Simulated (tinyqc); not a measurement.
# Worked calculation: vertical double-diffused power MOSFET, components of the on-resistance

Computed by the program tinyqc: `OMP_NUM_THREADS=1 python tinyqc.py 2230049 2230050 out.jsonl`, one thread of a shared Intel Xeon 2.30GHz, about 0.01 s for the whole run. Printed values are rounded.

Stripe cells of pitch Wp + a, two channels a cell. Current flows through the channels, spreads in the accumulation layer, passes the gap between the p bodies and spreads at 45 degrees into the drift layer below them. Low drain voltage, full ionisation.

Values chosen for this exercise; bulk values close to those of silicon:

| symbol | value | unit | meaning |
|---|---|---|---|
| T | 350 | K | temperature |
| eps_r | 11.7 |  | relative permittivity |
| Kc | 4020 | V/cm per (cm^-3)^(1/8) | critical-field constant |
| BV | 900 | V | rated breakdown voltage of the drift layer |
| mud | 1180 | cm^2/(V s) | drift mobility at 300 K |
| bt | 2.3 |  | temperature exponent of the drift mobility |
| tox | 38 | nm | gate oxide thickness (eps_r 3.9) |
| Vov | 5 | V | gate overdrive |
| mch | 170 | cm^2/(V s) | channel mobility |
| mac | 580 | cm^2/(V s) | accumulation-layer mobility |
| Lc | 1.4 | um | channel length |
| Wp | 3.8 | um | width of the p body in one cell, channels included |
| a | 3.7 | um | gap between neighbouring p bodies |
| xp | 0.7 | um | depth of the p body |
| Nj | 2 |  | doping of the gap over the drift doping |
| Vbi | 0.626 | V | built-in voltage of the body junction |
| Rs | 0.068 | mohm cm^2 | substrate and contact resistance |

Constants: q = 1.602176634e-19 C, eps0 = 8.8541878128e-14 F/cm where lengths are in cm. Results are converted to the units shown.

## Drift layer

Triangular field at breakdown with Ec = Kc N^(1/8): BV = eps0 eps_r Ec^2/(2 q N), so N = (eps0 eps_r Kc^2/(2 q BV))^(4/3); W = 2 BV/Ec; mu = mud (T/300 K)^(-bt); rho = 1/(q mu N); ideal resistance rho W.

N = 2.247700e14 cm^-3
Ec = 0.2501459 MV/cm
W = 71.95801 um
mu = 827.7599 cm^2/(V s)
rho = 33.54647 ohm cm
ideal resistance = 241.3937 mohm cm^2

## Components of the on-resistance

Pitch p = Wp + a, Cox = 3.9 eps0/tox; zero-bias depletion in the gap w0 = sqrt(2 eps0 eps_r Vbi/(q N Nj)), open gap g = a - 2 w0; R_ch = Lc p/(2 mch Cox Vov); R_acc = 0.6 a p/(4 mac Cox Vov), 0.6 being an empirical factor for current leaving the layer along its length; R_gap = (rho/Nj) xp p/g; spreading depth t = min(W, (p - g)/2); R_drift = (rho p/2) ln((g + 2 t)/g) + rho (W - t); R_on = the sum with Rs.

w0 = 1.341931 um
g = 1.016139 um
components (mohm cm^2): channel 0.6796896, accumulation 0.1579525, gap 8.666088, drift 255.6641, substrate 0.068
R_on = 265.2358 mohm cm^2
shares (%): channel 0.25626, accumulation 0.05955, gap 3.26731, drift 96.39124, substrate 0.02564

The drift term is the largest. R_on is 1.10 times the ideal drift resistance, and spreading raises the drift term to 1.06 times it.
